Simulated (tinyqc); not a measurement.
# Electron mobility in a silicon inversion layer, empirical terms and Matthiessen rule: effects of single changes

Inversion layer of sheet density Ns on a uniformly doped body. The mobility terms are empirical power laws with prefactors chosen for the exercise; adding their inverses (Matthiessen) is itself an approximation.

Inputs (values chosen for the exercise); material values close to those of silicon: temperature T = 350 K; band gap Eg = 1.12 eV; relative permittivity of the semiconductor eps_r = 11.8; conduction-band density of states at T Nc = 3.58e19 cm^-3; valence-band density of states at T Nv = 3.36e19 cm^-3; body doping Nb = 5.7e17 cm^-3; reverse body bias Vsb = 1 V; weight of the inversion charge in the effective field eta = 0.5; phonon-limited mobility at 1 MV/cm and 300 K Ap = 398 cm^2/(V s); roughness-limited mobility at 1 MV/cm As = 970 cm^2/(V s); exponent of the roughness term gs = 2; Coulomb prefactor Ac = 3600 cm^2/(V s); charge at the interface Nit = 3.2e11 cm^-2; inversion density Ns = 6.8e11 cm^-2.

Constants: q = 1.602176634e-19 C, kB = 1.380649e-23 J/K, Vt = kB T/q, eps0 = 8.8541878128e-14 F/cm where lengths are in cm. Results are converted to the units shown.

Each table varies one quantity; the others keep the values above.

## Effect of the inversion density

ni = sqrt(Nc Nv) exp(-Eg/(2 Vt)), Eg in volts; Ndep = sqrt(2 eps0 eps_r Nb (2 Vt ln(Nb/ni) + Vsb)/q); E = q (Ndep + eta Ns)/(eps0 eps_r), in MV/cm. With t = T/(300 K): muC = Ac (Ns/1e12 cm^-2) t/(Nb/1e17 cm^-3 + Nit/1e11 cm^-2), muP = Ap E^(-1/3) t^(-1.75), muS = As E^(-gs); 1/mu is the sum of the inverses.

Results:
```
Ns (cm^-2)	E (MV/cm)	muC (cm^2/(V s))	muP (cm^2/(V s))	muS (cm^2/(V s))	mu (cm^2/(V s))
2e11	0.5874	94.38	362.9	2811	72.96
3.6e11	0.5997	169.9	360.4	2697	110.7
6.3e11	0.6204	297.3	356.3	2520	152.3
1.1e12	0.6564	519.1	349.7	2251	191.2
3.6e12	0.8481	1699	321.1	1349	225.0
6.3e12	1.055	2973	298.5	871.3	206.9
1.1e13	1.416	5191	270.7	484.1	168.0
2e13	2.106	9438	237.1	218.8	112.4
```

Estimate the missing row, Ns = 2e12 cm^-2.

Computed row:
```
Ns (cm^-2)	E (MV/cm)	muC (cm^2/(V s))	muP (cm^2/(V s))	muS (cm^2/(V s))	mu (cm^2/(V s))
2e12	0.7254	943.8	338.2	1843	219.4
```

With this row back in the table: As Ns goes from 2e11 to 2e13 cm^-2, E rises from 0.587 to 2.11 MV/cm and mu goes from 73.0 through a maximum of 225 (at Ns = 3.6e12 cm^-2 among the rows listed) to 112 cm^2/(V s). The smallest term is the Coulomb one in the first row and the roughness one in the last. Screening lifts the Coulomb term as Ns grows while the field presses the carriers to the interface, hence the maximum. At Ns = 2e13 cm^-2 E passes 1.5 MV/cm, beyond the usual range of such laws.

## Effect of the body doping

Same model as above.

Effect of the body doping:
```
Nb (cm^-3)	E (MV/cm)	muC (cm^2/(V s))	muP (cm^2/(V s))	muS (cm^2/(V s))	mu (cm^2/(V s))
2e16	0.1534	840.0	567.8	4.125e4	336.0
4.4e16	0.2044	784.6	515.9	2.322e4	307.1
9.7e16	0.2813	684.9	463.8	1.226e4	270.4
2.1e17	0.3938	538.9	414.6	6256	225.9
4.7e17	0.5700	361.5	366.5	2985	171.5
1e18	0.8167	216.4	325.1	1454	119.3
2.3e18	1.227	109.0	283.9	644.4	70.18
5e18	1.805	53.68	249.6	297.8	38.47
```

What does the table show?

As Nb goes from 2e16 to 5e18 cm^-3, E rises from 0.153 to 1.80 MV/cm and mu falls from 336 to 38.5 cm^2/(V s). The smallest term is the phonon one in the first row and the Coulomb one in the last. At Nb = 5e18 cm^-3 E passes 1.5 MV/cm, beyond the usual range of such laws.

## Effect of the charge at the interface

Same model as above.

The same in every row: E (MV/cm) = 0.6242; muP (cm^2/(V s)) = 355.6; muS (cm^2/(V s)) = 2489.

Effect of the charge at the interface:
```
Nit (cm^-2)	muC (cm^2/(V s))	mu (cm^2/(V s))
1e10	492.4	190.7
3.2e10	474.4	187.9
1e11	426.3	179.9
3.2e11	320.9	158.0
1e12	181.9	114.8
3.2e12	75.76	60.92
1e13	27.02	24.86
```

What does the comparison show?

As Nit goes from 1e10 to 1e13 cm^-2, E stays at 0.624 MV/cm and mu falls from 191 to 24.9 cm^2/(V s). The smallest term is the phonon one in the first row and the Coulomb one in the last.

Program tinyqc, `OMP_NUM_THREADS=1 python tinyqc.py 2510057 2510058 out.jsonl`; Intel Xeon 2.30GHz, shared host, one thread, about 0.01 s.
